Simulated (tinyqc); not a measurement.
# Thermal resistances of a two-die stack

Question. Heat leaves through the lower die only, and the system is linear. Find the resistance R1 from the lower die to the coolant, R2 between the dies, and the rise of the upper die when both are powered.

Parameters, values chosen for the exercise:
```
symbol  value  unit                 meaning
P1         16     W  power of the lower die
P2        6.4     W  power of the upper die
```

rises of the lower and upper die with only the lower one powered (K): 12.16  12.16
rises of the lower and upper die with only the upper one powered (K): 4.864  7.616

Answer. With only the lower die powered no heat crosses R2, so both dies rise by P1 R1; the difference in the second test is P2 R2; rises add.

R1 = 0.7600 K/W
R2 = 0.4300 K/W
rise of the upper die = 19.78 K

tinyqc, about 0.04 s, one thread, Intel Xeon 2.30GHz (shared host): `OMP_NUM_THREADS=1 python tinyqc.py 2162038 2162039 out.jsonl`
